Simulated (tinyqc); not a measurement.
# A double barrier with mass mismatch, transfer matrices: effects of single changes

One electron of energy E comes from the left lead (band edge 0); no transverse momentum. Parabolic bands, masses in units of m0, C = hbar^2/(2 m0); psi and psi'/m are continuous at every interface. Barrier d1, well Lw, barrier d2; the right lead equals the left one.

Values chosen for this exercise; masses and offsets close to those of silicon wells and oxide barriers: mass in the left lead mL = 0.26 m0; barrier height U1 = 3.1 eV; barrier mass m1 = 0.51 m0; width of the first barrier d1 = 0.4 nm; well width (edge 0, mass mL) Lw = 1.1 nm; width of the second barrier d2 = 0.4 nm; electron energy E = 4.696 eV.

Constants: q = 1.602176634e-19 C, hbar = 1.054571817e-34 J s, m0 = 9.1093837015e-31 kg, hbar^2/(2 m0) = 0.0380998212 eV nm^2. Results are converted to the units shown.

Each table varies one quantity; the others keep the values above.

## Transmission against energy

For the pair (psi, psi'/m) a flat layer has M = [[cos kd, (m/k) sin kd], [-(k/m) sin kd, cos kd]] with k = sqrt(m (E - U)/C) above its edge U, and M = [[cosh Kd, (m/K) sinh Kd], [(K/m) sinh Kd, cosh Kd]] with K = sqrt(m (U - E)/C) below it. The matrices are multiplied with later layers to the left. With M acting on (psi, psi'/m) and v = k/m in each lead, T(E) = 4 vL vR/[(vL vR M12 - M21)^2 + (vR M11 + vL M22)^2]. The last column is exp(-2 sum K d) over the layers with U > E.

Result of one run:
```
E (eV)    T(E)  exp(-2 sum K d)
4.611   0.9820            1.000
```

What becomes of these results when the electron energy E is changed from 4.611 to 2.672 eV, all else the same?

Result of the changed run:
```
E (eV)     T(E)  exp(-2 sum K d)
2.672   0.01791          0.02172
```

The whole series:
```
E (eV)      T(E)  exp(-2 sum K d)
0.248   8.085e-5         5.088e-5
0.733   0.001193         1.226e-4
1.217   0.001289         3.246e-4
1.702   0.009667         9.864e-4
2.187     0.1419         0.003722
2.672    0.01791          0.02172
3.156    0.01915            1.000
3.641    0.04466            1.000
4.126     0.2249            1.000
4.611     0.9820            1.000
5.095     0.4482            1.000
5.58      0.3844            1.000
```

T(E) runs from 8.09e-5 at 0.248 eV to 0.384 at 5.58 eV; among the rows its largest value is 0.982 at 4.611 eV. Below the barriers it exceeds exp(-2 sum K d) by up to a factor of 38.1 (at 2.187 eV), which marks a resonance or miniband close to that energy. In every row a layer is thinner than 0.8 nm, a few atomic planes, where an effective mass is a rough description.

## Resonance against the width of the second barrier

Same model as above.

The lowest resonance is the first maximum of T(E); its width is the full width at half maximum, and tau = hbar/width.

Resonance against the width of the second barrier:
```
d2 (nm)  E_r (eV)  peak T(E)  width (meV)  tau (fs)
0.2        0.4899     0.3055        54.88     11.99
0.3        0.4978     0.7160        19.67     33.46
0.4        0.5003      1.000        9.228     71.33
0.5        0.5011     0.7184        6.039     109.0
0.6        0.5014     0.3147        5.060     130.1
0.7        0.5014     0.1094        4.759     138.3
0.8        0.5015    0.03497        4.667     141.0
```

The peak T(E) goes from 0.305 through a maximum of 1.00 (at d2 = 0.4 nm among the rows listed) to 0.0350, and the width falls from 54.9 to 4.67 meV; E_r stays between 0.4899 and 0.5015 eV. Equal barriers, d2 = d1 = 0.4 nm, give a peak of 1. Once d2 is the thicker barrier the electron leaves mainly through d1, so the width levels off. In every row a layer is thinner than 0.8 nm, a few atomic planes, where an effective mass is a rough description.

## Effect of the barrier mass and of the matching rule

The second column matches psi and psi' without the mass (every m outside k and K set to 1), which is not the envelope-function rule when the masses differ.

Results:
```
m1 (m0)  T(E), psi'/m matched  T(E), psi' matched   ratio
0.11                   0.9868              0.4000  0.4054
0.15                   0.9346              0.5417  0.5796
0.2                    0.8903              0.7262  0.8157
0.26                   0.8962              0.8962   1.000
0.35                   0.9744              0.9937   1.020
0.62                   0.6345              0.9944   1.567
0.82                   0.4000              0.9989   2.497
```

Estimate the missing row, m1 = 0.46 m0.

Computed row:
```
m1 (m0)  T(E), psi'/m matched  T(E), psi' matched  ratio
0.46                   0.9626              0.9959  1.035
```

With this row back in the table: With psi'/m matched, T(E) moves up and down between 0.400 and 0.987. The other rule gives 0.405 times that in the first row and 2.50 times in the last; the two rules coincide at m1 = mL = 0.26. In every row a layer is thinner than 0.8 nm, a few atomic planes, where an effective mass is a rough description.

Range of the model: Masses are held fixed, although real bands cease to be parabolic a few tenths of an eV from their edges (inside a barrier too).

Computed by the program tinyqc: `OMP_NUM_THREADS=1 python tinyqc.py 2560023 2560024 out.jsonl`, one thread of a shared Intel Xeon 2.30GHz, about 0.03 s for the whole run.
